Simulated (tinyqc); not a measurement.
Stretching all distances: RHF, UHF, MP2, CISD and CCSD against full CI in the sto-3g basis, for H6, spin multiplicity 1. Computed by the program tinyqc with PySCF. All coordinates are multiplied by the scale. c0^2 is the weight of the RHF determinant in the lowest singlet FCI state (UHF is spin-contaminated and may lie near states of higher spin) and n(LUMO) the first natural occupation beyond the occupied space.

Geometry (angstrom):
```
atom       x       y       z
H     0.0000  0.0000  0.0000
H     0.0000  0.0000  0.7110
H     0.0000  0.0000  1.6470
H     0.0000  0.0000  2.3580
H     0.0000  0.0000  3.2950
H     0.0000  0.0000  4.0050
```

Full CI energy (hartree) and errors against it (kcal/mol):
```
scale  distance 1-2 (angstrom)    E(FCI)      RHF     UHF     MP2    CISD   CCSD  <S^2> UHF   c0^2  n(LUMO)
0.930                    0.661  -3.20665   32.342  32.342   9.333   0.477  0.062      0.000  0.974    0.032
1.090                    0.775  -3.31084   40.467  40.467  13.149   0.936  0.090      0.000  0.960    0.045
1.250                    0.889  -3.31673   50.643  50.643  18.151   1.773  0.135      0.000  0.941    0.063
1.410                    1.003  -3.27529   63.465  63.465  24.667   3.248  0.205      0.000  0.914    0.086
1.560                    1.109  -3.21674   78.385  78.290  32.448   5.548  0.293      0.082  0.880    0.115
1.720                    1.223  -3.14713   97.802  87.560  42.767   9.441  0.402      0.803  0.832    0.154
1.880                    1.337  -3.07870  121.049  85.535  55.241  15.332  0.509      1.401  0.772    0.203
2.040                    1.450  -3.01665  148.042  76.026  69.669  23.647  0.586      1.869  0.701    0.262
```

What does the comparison show, and why?

UHF parts from RHF first at scale 1.56 of those listed, where <S^2> leaves zero. The weight c0^2 goes from 0.97 to 0.70 and n(LUMO) from 0.03 to 0.26: static correlation grows as the bonds break into open-shell fragments. The spread of the error along the curve, which distorts its shape, is CCSD 0.5, CISD 23.2, UHF 55.2, MP2 60.3, RHF 115.7 kcal/mol.
